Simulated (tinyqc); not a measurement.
Longitudinal sound in a periodic multilayer: transfer matrices, stop bands and folded phonons: one step, computed by the program tinyqc. Command: `OMP_NUM_THREADS=1 python tinyqc.py 3002229 3002230 out.jsonl multilayer walk`. One thread of a shared host (Intel(R) Xeon(R) Processor @ 2.30GHz), about 0.01 s of CPU time with the checks.

Layers 1 and 2 repeat with period d = d_1 + d_2; waves travel normal to the layers, without loss. State vector (u, s): displacement u and stress divided by omega. Impedances Z = rho v are in 1e6 kg/(m^2 s).

Problem. Impedances, mean velocity and Bragg frequency. Z = rho v; interface reflection r = (Z_2 - Z_1)/(Z_2 + Z_1) (stress amplitude, from 1 into 2); Bragg frequency f_B = 1/[2 (d_1/v_1 + d_2/v_2)]; long-wave velocity v_eff = d/sqrt[(d_1/v_1)^2 + (d_2/v_2)^2 + (Z_1/Z_2 + Z_2/Z_1)(d_1/v_1)(d_2/v_2)].

Inputs (values chosen for the exercise, modelled on silica (layer 1), aluminium nitride (layer 2) and gallium arsenide (substrate)): density rho_1 = 2.16 g/cm^3; velocity v_1 = 5900 m/s; thickness d_1 = 6.11 nm; density rho_2 = 3.23 g/cm^3; velocity v_2 = 10800 m/s; thickness d_2 = 11.3 nm; substrate density = 5.31 g/cm^3; substrate velocity = 4770 m/s.

Give: Z_1; Z_2; Z of the substrate; interface reflection r; Bragg frequency f_B; long-wave velocity v_eff.

Solution.

Z_1 = 12.744

Z_2 = 34.884

Z of the substrate = 25.3287

interface reflection r = 0.4649

Bragg frequency f_B = 240.2 GHz

long-wave velocity v_eff = 7404 m/s
